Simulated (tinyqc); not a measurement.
## Drift layer from breakdown voltage and on-resistance

Question. An ideal drift layer with a triangular field at breakdown has BV = Ec W/2, N = eps0 eps_r Ec/(q W) and Ron = W/(q mu N). Find Ec, W and N.

Values chosen for this exercise: relative permittivity eps_r = 9.8; electron mobility of the drift layer mu = 880 cm^2/(V s).

Constants: q = 1.602176634e-19 C, eps0 = 8.8541878128e-14 F/cm where lengths are in cm. Results are converted to the units shown.

BV = 297.05909 V
Ron = 0.011027740 mohm cm^2

Solution. Eliminating W and N gives Ron = 4 BV^2/(eps0 eps_r mu Ec^3), which yields Ec.

Ec = 3474 kV/cm
W = 1.710 um
N = 1.100e17 cm^-3

Computed by the program tinyqc: `OMP_NUM_THREADS=1 python tinyqc.py 2120033 2120034 out.jsonl`, one thread of a shared Intel Xeon 2.30GHz, about 0.1 s for the whole run.
